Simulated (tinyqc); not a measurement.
# A tight-binding chain with uneven site energies, recursive Green functions: effects of single changes

The device has N = 7 slices of 1 site(s), nearest-neighbour hopping -t, and site energies U; the leads are semi-infinite continuations with site energy 0. V = <i+1|H|i> = -t 1.

Inputs (values chosen for the exercise):
- t = 0.5 eV (hopping (matrix element -t))
- U = [-0.62, -0.34, -0.57, 0.42, -0.38, 0.49, -0.25] eV (site energies, slice by slice)
- E = -0.27 eV (energy)

Each table varies one quantity; the others keep the values above.

## Transmission against energy

Sigma = t^2 g(E), g(x) = (x - i sqrt(4 t^2 - x^2))/(2 t^2) for |x| < 2 t and (x - sign(x) sqrt(x^2 - 4 t^2))/(2 t^2) otherwise; Gamma = i (Sigma - Sigma^dagger); both leads give the same. Forward pass: g_1 = (E - H_1 - Sigma)^(-1), g_i = (E - H_i - V g_(i-1) V^dagger)^(-1), with Sigma also subtracted on the last slice; G_(i,1) = g_i V G_(i-1,1), starting from g_1. H_i is the block of slice i, its site energy. T(E) = Tr[Gamma G_(N,1) Gamma G_(N,1)^dagger].

Transmission against energy:
```
E (eV)  open modes      T(E)  T(E) per open mode
-0.95            1    0.9587              0.9587
-0.79            1    0.6069              0.6069
-0.63            1    0.6888              0.6888
-0.47            1    0.1463              0.1463
-0.32            1   0.06857             0.06857
-0.16            1   0.06263             0.06263
0                1    0.1135              0.1135
0.16             1    0.1890              0.1890
0.32             1   0.06753             0.06753
0.47             1   0.04089             0.04089
0.63             1   0.07107             0.07107
0.79             1    0.1200              0.1200
0.95             1  0.005223            0.005223
```

Read the table: what changes, and by how much?

T(E) lies between 0.00522 (E = 0.95 eV) and 0.959 (E = -0.95 eV) in these rows. The leads offer 1 open mode(s), of which the mean share 0.24 is transmitted.

## Effect of the strength of the potential

Same model as above.

All U are multiplied by the factor sc.

Effect of the strength of the potential:
```
sc        T(E)  reflection, modes - T(E)
0        1.000                         0
0.38    0.6543                    0.3457
0.75    0.1657                    0.8343
1.12   0.04100                    0.9590
1.5    0.01646                    0.9835
1.88   0.01874                    0.9813
2.25  0.003755                    0.9962
2.62  1.682e-4                    0.9998
3     1.750e-5                     1.000
```

Read the table: what changes, and by how much?

T(E) moves up and down between 1.75e-5 and 1.00. At sc = 0 the device equals the leads and transmits all 1 open mode(s). Between the first two non-zero rows the reflection goes as sc^(1.30); the sc^2 of weak scattering holds only at smaller sc than these rows.

## The device repeated

Same model as above.

The list U is repeated k times, so the device has k N slices.

The device repeated:
```
k      T(E)  ln T(E)
1   0.06195   -2.782
2   0.03812   -3.267
3    0.1295   -2.044
4    0.2625   -1.338
5   0.04233   -3.162
6   0.04778   -3.041
8   0.09073   -2.400
10  0.07929   -2.535
12  0.05125   -2.971
```

What does the table show?

T(E) moves between 0.0381 and 0.262 and does not die away: at least one band of the periodic structure that the repeats form is open at this energy.

tinyqc, about 0.03 s, one thread, Intel Xeon 2.30GHz (shared host): `OMP_NUM_THREADS=1 python tinyqc.py 2660117 2660118 out.jsonl`
